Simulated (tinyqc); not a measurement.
From results back to parameters: Slater-Koster d bands of an fcc metal. Four cases, with inputs chosen for the exercise.

Problem. In an fcc d band with nearest neighbours E(t2g, Gamma) = 3 dds + 4 ddp + 5 ddd, E(eg, Gamma) = 1.5 dds + 6 ddp + 4.5 ddd, and at X = (1,0,0) the yz state has 3 dds - 4 ddp - 3 ddd. The three levels come from hidden integrals.

Case 1.

levels (eV): t2g Gamma -0.4860, eg Gamma 0.9150, yz at X -2.7180

Case 2.

levels (eV): t2g Gamma -0.7160, eg Gamma 0.4140, yz at X -2.1320

Case 3.

levels (eV): t2g Gamma -0.8870, eg Gamma 0.3405, yz at X -2.1830

Case 4.

levels (eV): t2g Gamma -1.5300, eg Gamma 1.3890, yz at X -5.2340

Find: dds, ddp, ddd.

Solution. Three linear equations: the first less the third is 8 (ddp + ddd); twice the second less the first is 8 ddp + 4 ddd; their difference gives ddd.

Case 1.

dds, ddp, ddd (eV): -0.527  0.300  -0.021

Case 2.

dds, ddp, ddd (eV): -0.464  0.209  -0.032

Case 3.

dds, ddp, ddd (eV): -0.489  0.230  -0.068

Case 4.

dds, ddp, ddd (eV): -1.077  0.614  -0.151

Computed by tinyqc, one run a case: `OMP_NUM_THREADS=1 python tinyqc.py N N+1 out.jsonl` with N = 1480284, 1480348, 1480608, 1480788; one thread of a shared Intel(R) Xeon(R) Processor @ 2.30GHz, about 0.07 s a run at most.
